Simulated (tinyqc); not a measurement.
Warping of the constant-energy contours: six-band Luttinger-Kohn model.

Six-band Luttinger-Kohn model in the basis |3/2,3/2>, |3/2,1/2>, |3/2,-1/2>, |3/2,-3/2>, |1/2,1/2>, |1/2,-1/2>, electron energies, zero at the top of the unstrained valence band. H = -[rows: (P+Q, -S, R, 0, -S/r2, r2 R); (-S*, P-Q, 0, R, -r2 Q, r32 S); (R*, 0, P-Q, S, r32 S*, r2 Q); (0, R*, S*, P+Q, -r2 R*, -S*/r2); (-S*/r2, -r2 Q, r32 S, -r2 R, P+Dso, 0); (r2 R*, r32 S*, r2 Q, -S/r2, 0, P+Dso)], r2 = sqrt(2), r32 = sqrt(3/2). Levels are twofold.

P = c g1 k^2 - av tr(e); Q = c g2 (kx^2 + ky^2 - 2 kz^2) - (b/2)(exx + eyy - 2 ezz); R = c sqrt3 [-g2 (kx^2 - ky^2) + 2i g3 kx ky] + (sqrt3/2) b (exx - eyy) - i d exy; S = 2 c sqrt3 g3 (kx - i ky) kz - d (exz - i eyz); c = hbar^2/2m0, e the strain tensor (not engineering shear).

Constants: hbar^2/2m0 = 3.80998211 eV angstrom^2.

Values chosen for the exercise (near those of InSb; shifted at random, so the results belong to these values and not to a real crystal): Dso = 0.811 eV (spin-orbit splitting); g1 = 34.82 (Luttinger gamma1); g2 = 15.52 (gamma2); g3 = 16.52 (gamma3); E_h = 10 meV (hole energy below the top).

No strain (e = 0). In the plane kz = 0, |k| where the top and second pairs lie E_h below the top, against the angle from [100]; m = c k^2/E_h.

Contours:

| angle (degrees) | k top (1/angstrom) | k second (1/angstrom) | m top (m0) | m second (m0) |
|---|---|---|---|---|
| 0 | 0.0264 | 0.0063 | 0.265 | 0.015 |
| 18 | 0.0284 | 0.0063 | 0.308 | 0.015 |
| 27 | 0.0307 | 0.0063 | 0.360 | 0.015 |
| 36 | 0.0331 | 0.0063 | 0.417 | 0.015 |
| 45 | 0.0342 | 0.0063 | 0.444 | 0.015 |

Give the missing row, angle (degrees) = 9.

Computed row:
```
angle (degrees)  k top (1/angstrom)  k second (1/angstrom)  m top (m0)  m second (m0)
9                            0.0269                 0.0063       0.275          0.015
```

The heavy contour reaches 1.296 times as far along [110] as along [100], the light one 0.989 times. The warping follows g3 - g2 = 1.00 and would vanish for g2 = g3. Along [100] the heavy mass is 1/(g1 - 2 g2) = 0.265 at any energy, while the light one is 0.0153, against 1/(g1 + 2 g2) = 0.0152 at the edge, for E_h/Dso = 0.01.

Run: tinyqc, `OMP_NUM_THREADS=1 python tinyqc.py 1080067 1080068 out.jsonl`; Intel(R) Xeon(R) Processor @ 2.30GHz, one thread, shared host; about 0.08 s of CPU time with all checks.
